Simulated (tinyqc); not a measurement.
Comparisons within one model: Boltzmann transport in a parabolic band with a power-law relaxation time. A value that a table varies takes the place of the one given here.

F_j(eta) = (1/Gamma(j + 1)) integral_0^infinity x^j dx/(1 + exp(x - eta)), which tends to exp(eta) for eta << 0.

n = N F_1/2(eta) with N = 2 (m kB T/(4 pi c))^(3/2) with c = hbar^2/2m0, in 1/angstrom^3; times 1e24 for 1/cm^3, m = md.

tau = tau0 x^r with x = E/kT. With K_j = Gamma(j + 1) F_j(eta): <tau> = tau0 (r + 3/2) K_(r+1/2)/((3/2) K_(1/2)); mu = <tau>/(mc m0/e), m0/e = 5.685630e-12 kg/C; Hall factor rH = (3/2) K_(1/2) (2r + 3/2) K_(2r+1/2)/((r + 3/2) K_(r+1/2))^2; Seebeck S = -(kB/e) [(r + 5/2) K_(r+3/2)/((r + 3/2) K_(r+1/2)) - eta]; Lorenz number L = (kB/e)^2 [(r + 7/2) K_(r+5/2)/((r + 3/2) K_(r+1/2)) - ((r + 5/2) K_(r+3/2)/((r + 3/2) K_(r+1/2)))^2]; kB/e in V/K. Valley anisotropy is left out of rH.

Constants: hbar^2/2m0 = 3.80998211 eV angstrom^2; kB = 8.617333262e-05 eV/K.

Inputs chosen for the exercise (masses near those of Si; tau0 is set for a mobility of the usual size at this n, kL is a free input; freeze-out and phonon drag, which matter near 77 K, are left out; not measured data):

| symbol | value | unit | meaning |
|---|---|---|---|
| md | 1.058 | m0 | density-of-states mass |
| mc | 0.2571 | m0 | conductivity mass |
| tau0 | 17 | fs | tau at E = kT |
| r | -0.5 |  | exponent of tau |
| T | 400 | K |  |
| kL | 1.3 | W/(m K) | lattice thermal conductivity |
| ta | 200 | fs | acoustic tau at E = kT and 300 K |
| ti | 13 | fs | impurity tau at E = kT and 300 K |
| n | 9.2e+18 | 1/cm^3 | electron density |

## Doping: the thermoelectric optimum

tau0 is held fixed. sigma = e n mu with e = 1.602176634e-19 C; ZT = S^2 sigma T/(kL + L sigma T).

Results:

| n (1/cm^3) | eta | mu (cm^2/(V s)) | sigma (S/cm) | rH | S (microvolt/K) | L (1e-8) | S^2 sigma (mW/(m K^2)) | ZT |
|---|---|---|---|---|---|---|---|---|
| 4.0e+17 | -4.65 | 87.4 | 5.60 | 1.177 | -574 | 1.487 | 0.184 | 0.057 |
| 1.0e+18 | -3.73 | 87.2 | 14.0 | 1.176 | -495 | 1.490 | 0.342 | 0.10 |
| 4.0e+18 | -2.32 | 86.3 | 55.3 | 1.172 | -376 | 1.503 | 0.783 | 0.23 |
| 1.0e+19 | -1.35 | 84.6 | 136 | 1.162 | -299 | 1.528 | 1.21 | 0.35 |
| 3.0e+19 | -0.09 | 79.7 | 383 | 1.137 | -210 | 1.605 | 1.69 | 0.44 |
| 5.0e+19 | 0.59 | 75.7 | 606 | 1.118 | -171 | 1.673 | 1.78 | 0.42 |
| 1.0e+20 | 1.68 | 68.1 | 1.09e+03 | 1.085 | -123 | 1.813 | 1.66 | 0.32 |
| 2.0e+20 | 3.14 | 58.6 | 1.88e+03 | 1.052 | -83 | 2.003 | 1.30 | 0.18 |
| 4.0e+20 | 5.27 | 48.5 | 3.11e+03 | 1.026 | -53 | 2.198 | 0.878 | 0.087 |
| 1.0e+21 | 9.92 | 36.5 | 5.84e+03 | 1.008 | -29 | 2.362 | 0.478 | 0.028 |

|S| falls by 197 microvolt/K from the first to the third row (198 a decade in the non-degenerate range; holes, which count near the intrinsic density, and non-parabolicity are left out). The power factor peaks at 5e+19 1/cm^3 of those listed (eta = 0.59, S = -171); ZT is largest at 3e+19 1/cm^3 (eta = -0.09). mu changes by a factor 0.42 over the table and rH goes from 1.177 to 1.008. A real tau0 would fall with doping.

## The scattering mechanism

eta = -1.44240

Same eta for each exponent.

Results:

| r | mechanism | <tau>/tau0 | rH | S (microvolt/K) | L (1e-8 W ohm/K^2) |
|---|---|---|---|---|---|
| -0.5 | acoustic phonons | 0.729 | 1.164 | -306.0 | 1.525 |
| 0.0 | a constant relaxation time | 1.000 | 1.000 | -348.0 | 1.874 |
| 0.5 | polar optical or piezoelectric scattering | 1.538 | 1.098 | -389.9 | 2.228 |
| 1.5 | ionised impurities | 4.741 | 1.874 | -473.8 | 2.950 |

From r = -1/2 to 3/2 |S| grows by 167.8 microvolt/K, against 2 kB/e = 172.3 in the non-degenerate limit: scattering that favours fast electrons raises the mean energy carried. rH is 1 only for constant tau and reaches 1.874 for r = 3/2; L spans 1.525 to 2.950 against the metallic 2.443.

## Mobility against temperature (two scattering mechanisms together, and the Matthiessen rule)

Non-degenerate electrons. 1/tau(x) = x^(1/2)/tA + 1/(tI x^(3/2)), x = E/kT, with tA = ta (T/300)^(-3/2) and tI = ti (T/300)^(3/2) (the screening logarithm is held fixed). <tau> = integral x^(3/2) tau exp(-x) dx/Gamma(5/2); mu = <tau>/(mc m0/e), m0/e = 5.685630e-12 kg/C. Matthiessen: 1/mu = 1/muA + 1/muI with <tau>A = tA Gamma(2)/Gamma(5/2), <tau>I = tI Gamma(4)/Gamma(5/2).

rH = <tau^2>/<tau>^2. ta and ti are inputs of their own, not tied to tau0.

Mobilities (cm^2/(V s)):

| T (K) | acoustic | impurity | Matthiessen | exact | rH | Matthiessen/exact |
|---|---|---|---|---|---|---|
| 40 | 2.11e+04 | 19.5 | 19.5 | 19.5 | 1.924 | 1.002 |
| 60 | 1.15e+04 | 35.9 | 35.8 | 35.5 | 1.903 | 1.007 |
| 80 | 7.47e+03 | 55.3 | 54.9 | 54.0 | 1.866 | 1.017 |
| 120 | 4.07e+03 | 102 | 99.1 | 94.3 | 1.753 | 1.051 |
| 160 | 2.64e+03 | 156 | 148 | 134 | 1.617 | 1.106 |
| 220 | 1.64e+03 | 252 | 218 | 181 | 1.433 | 1.208 |
| 300 | 1.03e+03 | 401 | 289 | 216 | 1.263 | 1.335 |
| 400 | 669 | 618 | 321 | 227 | 1.143 | 1.416 |
| 550 | 415 | 996 | 293 | 209 | 1.064 | 1.400 |

The exact mobility peaks at 400 K of those listed. The two mechanisms are equal between 400 and 550 K. The rule overestimates everywhere, most at 400 K (by 42 %), since impurities stop the slow electrons and phonons the fast ones. rH runs between 1.064 and 1.924; the pure limits are 1.178 and 1.933, and the mixture dips below both, since the opposite energy slopes of the two rates leave tau nearly constant. Optical and intervalley phonons, left out, lower real mobilities above about 150 K.

## What moves the coefficients

sigma = e n mu with e = 1.602176634e-19 C; ZT = S^2 sigma T/(kL + L sigma T). Each row changes one parameter from the base and keeps the others.

Results:

| case | mu (cm^2/(V s)) | sigma (S/cm) | S (microvolt/K) | ZT |
|---|---|---|---|---|
| base | 84.83 | 125.0 | -306.0 | 0.340 |
| md = 1.375 m0 | 85.66 | 126.3 | -339.0 | 0.422 |
| mc = 0.3342 m0 | 65.26 | 96.19 | -306.0 | 0.265 |
| n = 1.84e+19 1/cm^3 | 82.43 | 243.0 | -248.9 | 0.415 |
| tau0 = 25.5 fs | 127.2 | 187.6 | -306.0 | 0.497 |
| kL = 0.65 W/(m K) | 84.83 | 125.0 | -306.0 | 0.645 |
| T = 450 K | 85.24 | 125.6 | -320.8 | 0.420 |

The largest shifts from the base row, up to three for each result and ties (the steps differ in size, so this ranks the rows, not the parameters). mu (cm^2/(V s)): tau0 +42.4, mc -19.6, n -2.39; unchanged at the printed digits by kL. sigma (S/cm): n +118, tau0 +62.5, mc -28.8; unchanged at the printed digits by kL. S (microvolt/K): n +57.1, md -33.0, T -14.8; unchanged at the printed digits by mc, tau0 and kL. ZT: kL +0.305, tau0 +0.156, md +0.0814. The row for T keeps tau0 fixed; for phonon scattering tau0 itself falls as T rises.

Run: tinyqc, `OMP_NUM_THREADS=1 python tinyqc.py 1650391 1650392 out.jsonl`; Intel(R) Xeon(R) Processor @ 2.30GHz, one thread, shared host; about 0.01 s of CPU time with all checks.
